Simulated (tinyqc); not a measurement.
## Delay unit and parasitic delay from two ring oscillators

Question. A ring of 31 inverters oscillates at 1/(2 x 31 d), with stage delay d = tau (h + p) for fan-out h. Find tau, p and the delay at fan-out 4.

frequencies of 31-stage ring oscillators with fan-out 1 and 4 (GHz): [2.2236513, 0.96735113]

Solution. d is a straight line in h with slope tau and intercept tau p.

tau = 3.140 ps
p = 1.310
delay at fan-out 4 = 16.67 ps

Program tinyqc, `OMP_NUM_THREADS=1 python tinyqc.py 2082152 2082153 out.jsonl`; Intel Xeon 2.30GHz, shared host, one thread, about 0.01 s.
